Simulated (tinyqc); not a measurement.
Deep-level transient spectroscopy (DLTS) of one majority-carrier trap: one step, computed by the program tinyqc. Command: `OMP_NUM_THREADS=1 python tinyqc.py 3017366 3017367 out.jsonl dlts walk`. One thread of a shared host (Intel(R) Xeon(R) Processor @ 2.30GHz), about 0.08 s of CPU time with the checks.

A filling pulse loads the traps in a one-sided junction; under reverse bias they empty at the rate e, and the capacitance relaxes as C(t) = C_0 - dC exp(-e t). The signal is S = [C(t_2) - C(t_1)]/dC.

Question. Emission rate at T. e = g sigma v N_b exp(-E/k_B T), v = sqrt(3 k_B T/m), N_b = 2 M (2 pi m k_B T/h^2)^(3/2), sigma = sigma_0, E = E_t - dE with the one-dimensional Poole-Frenkel lowering dE = sqrt(e^3 F/(pi eps eps_0)), F being held as an input apart from the bias (the centre is charged when empty).

Inputs (values chosen for the exercise, with mass and screening modelled on GaSb):

| quantity | value | unit |
|---|---|---|
| density-of-states mass m | 0.407 | m_0 |
| valleys M | 1 | - |
| trap depth E_t | 0.132 | eV |
| cross-section sigma_0 | 2.7e-17 | cm^2 |
| degeneracy ratio g | 1 | - |
| temperature T | 64 | K |
| dielectric constant eps | 16.2 | - |
| mean field F | 43000 | V/cm |

Carriers: holes. Extra term: Poole-Frenkel lowering.

Constants: k_B = 8.617333262e-05 eV/K; k_B = 1.380649e-23 J/K; m_0 = 9.1093837015e-31 kg; h = 6.62607015e-34 J s; e = 1.602176634e-19 C; eps_0 = 8.8541878128e-12 F/m.

Give: thermal velocity v; N_b; sigma; E; emission rate e.

Answer.

thermal velocity v = 8.456e+06 cm/s

N_b = 6.420e+17 cm^-3

sigma = 2.70e-17 cm^2

E = 0.09290 eV

emission rate e = 7.089 1/s
